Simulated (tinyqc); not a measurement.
# Front-illuminated p-i-n photodiode, quantum efficiency and bandwidth: two studies

Light enters through a p layer (0 to xp), a depleted layer (xp to xp + wi) and a thick n substrate, decaying as exp(-al x); one pass, no back reflection. Carriers made in the depleted layer are all collected; those in the neutral layers diffuse.

Inputs (values chosen for the exercise); values close to those of silicon at this wavelength: wavelength lam = 1000 nm; absorption coefficient al = 61.2 1/cm; reflectance of the front face Rf = 0.1; relative permittivity eps_r = 12.2; thickness of the front p layer xp = 0.079 um; thickness of the depleted layer wi = 60 um; electron diffusion coefficient in the p layer Dn = 8.3 cm^2/s; electron diffusion length in the p layer Ln = 0.57 um; recombination velocity of the front surface S = 2e6 cm/s; hole diffusion length in the thick n substrate Lp = 78 um; electron drift velocity ve = 1.04e7 cm/s; hole drift velocity vh = 7.34e6 cm/s; diameter dia = 10 um; load resistance RL = 50 ohm; parasitic capacitance Cp = 10 fF.

Constants: q = 1.602176634e-19 C, h = 6.62607015e-34 J s, c = 299792458 m/s, eps0 = 8.8541878128e-14 F/cm where lengths are in cm. Results are converted to the units shown.

Each table varies one quantity; the others keep the values above.

## Efficiency and bandwidth against the thickness of the depleted layer

k = al Ln, s = S Ln/Dn, e = exp(-al xp); front layer f1 = (k/(k^2 - 1)) {[s + k - e (s cosh(xp/Ln) + sinh(xp/Ln))]/[s sinh(xp/Ln) + cosh(xp/Ln)] - k e}; depleted layer f2 = e (1 - exp(-al wi)); substrate f3 = e exp(-al wi) al Lp/(1 + al Lp); external efficiency (1 - Rf)(f1 + f2 + f3); responsivity = efficiency q lam/(h c). Drift response for pairs made in the depleted layer, a = al wi, g = 1 - exp(-a), u = 2 pi i f, te = wi/ve, th = wi/vh: electrons He = [g - a (exp(-a) - exp(-u te))/(u te - a)]/(u te g), holes Hh = [g - a (1 - exp(-a - u th))/(a + u th)]/(u th g); C = eps0 eps_r pi (dia/2)^2/wi + Cp; total |He + Hh|/sqrt(1 + (2 pi f RL C)^2), for the current of the depleted layer alone. Limits are the frequencies at which each factor falls to 1/sqrt(2); inverse-square sum (f_transit^-2 + f_RC^-2)^(-1/2); the diffusion currents f1 and f3 are left out of the bandwidth.

Efficiency and bandwidth against the thickness of the depleted layer:

| wi (um) | f2 | f1 + f3 | responsivity (A/W) | transit limit (GHz) | RC limit (GHz) | 3 dB bandwidth (GHz) | inverse-square sum (GHz) | bandwidth x (1 - Rf) f2 (GHz) |
|---|---|---|---|---|---|---|---|---|
| 7.5 | 0.04484 | 0.3088 | 0.2567 | 6.212 | 286.0 | 6.210 | 6.210 | 0.2506 |
| 13 | 0.07644 | 0.2986 | 0.2722 | 3.592 | 298.8 | 3.591 | 3.591 | 0.2471 |
| 21 | 0.1205 | 0.2843 | 0.2939 | 2.230 | 305.9 | 2.230 | 2.230 | 0.2420 |
| 36 | 0.1976 | 0.2594 | 0.3318 | 1.309 | 311.0 | 1.309 | 1.309 | 0.2328 |
| 60 | 0.3072 | 0.2240 | 0.3856 | 0.7922 | 313.9 | 0.7922 | 0.7922 | 0.2190 |
| 100 | 0.4575 | 0.1755 | 0.4595 | 0.4821 | 315.6 | 0.4821 | 0.4821 | 0.1985 |
| 170 | 0.6464 | 0.1144 | 0.5523 | 0.2898 | 316.7 | 0.2898 | 0.2898 | 0.1686 |
| 290 | 0.8301 | 0.05507 | 0.6425 | 0.1746 | 317.4 | 0.1746 | 0.1746 | 0.1305 |
| 480 | 0.9465 | 0.01744 | 0.6998 | 0.1076 | 317.7 | 0.1076 | 0.1076 | 0.09165 |

What does the table show?

As wi goes from 7.5 to 480, the responsivity rises from 0.257 to 0.700 A/W and the bandwidth falls from 6.21 to 0.108 GHz. The transit limit is the lower one in every row. Adding inverse squares of the two limits is within 0.011 % of the full result. The product of bandwidth and fast efficiency falls from 0.251 to 0.0917 GHz. For wi = 7.5, 13, 21, 36, 60, 100 the diffusion currents exceed 0.3 of the drift current; their own response times, left out, may then shape the whole response.

## Efficiency and bandwidth against the thickness of the front p layer

Same model as above.

The same in every row: transit limit (GHz) = 0.7922; RC limit (GHz) = 313.9; 3 dB bandwidth (GHz) = 0.7922; inverse-square sum (GHz) = 0.7922.

Results:

| xp (um) | f2 | f1 + f3 | responsivity (A/W) | bandwidth x (1 - Rf) f2 (GHz) |
|---|---|---|---|---|
| 0.02 | 0.3073 | 0.2239 | 0.3856 | 0.2191 |
| 0.04 | 0.3073 | 0.2239 | 0.3856 | 0.2191 |
| 0.2 | 0.3070 | 0.2242 | 0.3856 | 0.2188 |
| 0.4 | 0.3066 | 0.2245 | 0.3855 | 0.2186 |
| 0.7 | 0.3060 | 0.2248 | 0.3853 | 0.2182 |
| 1 | 0.3055 | 0.2250 | 0.3850 | 0.2178 |
| 3 | 0.3017 | 0.2231 | 0.3810 | 0.2151 |

Estimate the missing row, xp = 0.08 um.

Computed row:

| xp (um) | f2 | f1 + f3 | responsivity (A/W) | bandwidth x (1 - Rf) f2 (GHz) |
|---|---|---|---|---|
| 0.08 | 0.3072 | 0.2240 | 0.3856 | 0.2190 |

With this row back in the table: As xp goes from 0.02 to 3, the responsivity falls from 0.386 to 0.381 A/W and the bandwidth stays at 0.792 GHz. The transit limit is the lower one in every row. Adding inverse squares of the two limits is within 1.5e-4 % of the full result. In every row the diffusion currents exceed 0.3 of the drift current; their own response times, left out, may then shape the whole response.

Program tinyqc, `OMP_NUM_THREADS=1 python tinyqc.py 2250127 2250128 out.jsonl`; Intel Xeon 2.30GHz, shared host, one thread, about 0.01 s.
